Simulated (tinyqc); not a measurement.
G0W0 on RHF in the sto-3g basis, for H3+, spin multiplicity 1, step by step. One step of it, computed by the program tinyqc.

Problem. Screening: direct RPA. With D = e_a - e_i and K = (ia|jb): diagonalise D^(1/2) (D + 4K) D^(1/2) = Z w^2 Z^T; X + Y = D^(1/2) Z w^(-1/2), each column of Z with its largest component positive (the first on a tie); E_c = (sum w - tr (D + 2K)) / 2.

orbital energies (hartree): MO1 -1.004804, MO2 -0.330845, MO3 0.325469

Two-electron integrals over orbitals (pq|rs), unique and non-zero (hartree):
```
(11|11) 0.582319    (21|21) 0.146063    (22|11) 0.495750    (22|22) 0.543078
(31|11) 0.098372    (31|22) -0.032930   (31|31) 0.133572    (32|21) -0.139315
(32|32) 0.157876    (33|11) 0.587177    (33|22) 0.526703    (33|31) 0.084778
(33|33) 0.629016
```

Give: D^(1/2) (D + 4K) D^(1/2); excitation energies w; X + Y; RPA correlation energy.

Solution.

D^(1/2) (D + 4K) D^(1/2) (hartree^2):
```
        1>2     1>3
1>2  0.8480  0.0000
1>3  0.0000  2.4804
```

excitation energies w (hartree): 0.9209  1.5749

X + Y:
```
          1       2
1>2  0.8555  0.0000
1>3  0.0000  0.9191
```

RPA correlation energy = -0.033861 hartree
